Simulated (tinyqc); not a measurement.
Q-state Potts model on a small periodic square lattice: enumeration, Metropolis, heat-bath and Wolff steps: one step, computed by the program tinyqc. Command: `OMP_NUM_THREADS=1 python tinyqc.py 3113324 3113325 out.jsonl potts walk`. One thread of a shared host (Intel(R) Xeon(R) Processor @ 2.30GHz), about 0.04 s of CPU time with the checks.

E = -J x (number of nearest-neighbour bonds with equal states); n x n sites with periodic edges have 2 n^2 bonds. Order parameter m = (q f - 1)/(q - 1), f being the largest share of one state. Sites are numbered row by row from 0. Here q = 2 and n = 4.

Question. One Wolff cluster. Seed site = floor(r n^2); new state = (old + 1 + floor(r (q - 1))) mod q. Sites are taken first in, first out; each neighbour (right, left, below, above) with the seed state and not yet in the cluster joins if the next r < p. The cluster then takes the new state.

Inputs (values chosen for the exercise, for a model of domains or grain orientations): temperature T = 646 K.

Update: Wolff cluster.

start states:
```
   1  2  3  4
1  0  0  1  1
2  0  0  0  0
3  1  1  1  1
4  1  1  0  0
```

random numbers, used in turn: 0.2089  0.2036  0.3740  0.2785  0.7306  0.9345  0.4156  0.6374  0.4083  0.2985  0.0657  0.8258  0.0800  0.8990  0.3282  0.5393  0.9302  0.3411  0.3927  0.4769  0.1512  0.5606  0.8871  0.8792  0.7441  0.9408  0.5907  0.7689  0.8002  0.8711  0.3438  0.8288  0.9470  0.9129  0.5882  0.6149  0.4953  0.9708  0.8266  0.5496  0.4878  0.7482  0.8148  0.6852  0.6731  0.5543  0.9823  0.1798  0.5078  0.9788  0.1390  0.3762  0.8866  0.8130  0.7045  0.7277  0.6705  0.7474  0.0227  0.8705  0.5587  0.7635  0.0423  0.8946  0.1153  0.2011

p = 0.4570642

Give: the table «Bonds tested» with the columns to, r, result, for from = 3; seed site; cluster size; states afterwards.

Answer.

Bonds tested:

| from | to | r | result |
|---|---|---|---|
| 3 | 2 | 0.374 | joins |

seed site = 3

cluster size = 2

states afterwards:
```
   1  2  3  4
1  0  0  0  0
2  0  0  0  0
3  1  1  1  1
4  1  1  0  0
```
